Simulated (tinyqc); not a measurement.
## Threshold and carrier lifetime from two turn-on delays

Inverse problem. With a constant carrier lifetime tau, a current step from 0 to I reaches threshold after td = tau ln(I/(I - Ith)). Find Ith and tau.

turn-on delay for steps from 0 to 18 and to 35 mA (ns): 3.1859756  1.2175762

Solution. The ratio of the delays holds no tau and rises steadily with Ith, so it has one root below the smaller current.

Ith = 12.0 mA
tau = 2.90 ns

tinyqc, about 0.01 s, one thread, Intel Xeon 2.30GHz (shared host): `OMP_NUM_THREADS=1 python tinyqc.py 2840010 2840011 out.jsonl`
